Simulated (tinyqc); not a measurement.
From results back to parameters: phonon-assisted absorption at an indirect gap. Three cases, with inputs chosen for the exercise.

Problem. One phonon: alpha = A [N (E - Eg + w)^2 + (N + 1)(E - Eg - w)^2], each term only above its threshold, N = 1/(exp(w/kB Tm) - 1). The first two energies lie below the emission threshold and the third above it.

Constants: kB = 8.617333262e-05 eV/K.

Find: slope sqrt(A N); threshold Eg - w; w; Eg; A.

Method. sqrt(alpha) at the first two energies is a line with slope sqrt(A N) and intercept Eg - w. The excess at the third energy is A N exp(w/kB Tm) (E - (Eg - w) - 2w)^2, which has one root w with the emission threshold between the second and third energies.

Case 1.

Values chosen (out of a larger set: loosely those of GaP at room temperature; Eg is not tied to T; not measured data): Es = (2.188, 2.244, 2.303) eV (three photon energies); Tm = 400 K.

alpha at the three energies (1/cm): 0.7099761  11.23909  48.58097

Solution.

slope sqrt(A N) = 44.82 1/(cm^(1/2) eV)
threshold Eg - w = 2.1692 eV
w = 46.8 meV
Eg = 2.216 eV
A = 5.8e+03 1/(cm eV^2)

Case 2.

Values chosen (out of a larger set: loosely those of SiC at room temperature; Eg is not tied to T; not measured data): Es = (3.14, 3.222, 3.29) eV (three photon energies); Tm = 400 K.

alpha at the three energies (1/cm): 0.3268633  5.126488  18.52874

Solution.

slope sqrt(A N) = 20.64 1/(cm^(1/2) eV)
threshold Eg - w = 3.1123 eV
w = 68.7 meV
Eg = 3.181 eV
A = 2.7e+03 1/(cm eV^2)

Case 3.

Values chosen (out of a larger set: loosely those of Si at room temperature; Eg is not tied to T; not measured data): Es = (1.072, 1.142, 1.205) eV (three photon energies); Tm = 300 K.

alpha at the three energies (1/cm): 0.1765422  2.867635  13.04611

Solution.

slope sqrt(A N) = 18.19 1/(cm^(1/2) eV)
threshold Eg - w = 1.0489 eV
w = 58.1 meV
Eg = 1.107 eV
A = 2.8e+03 1/(cm eV^2)

Computed by tinyqc, one run a case: `OMP_NUM_THREADS=1 python tinyqc.py N N+1 out.jsonl` with N = 1680471, 1680553, 1680571; one thread of a shared Intel(R) Xeon(R) Processor @ 2.30GHz, about 0.01 s a run at most.
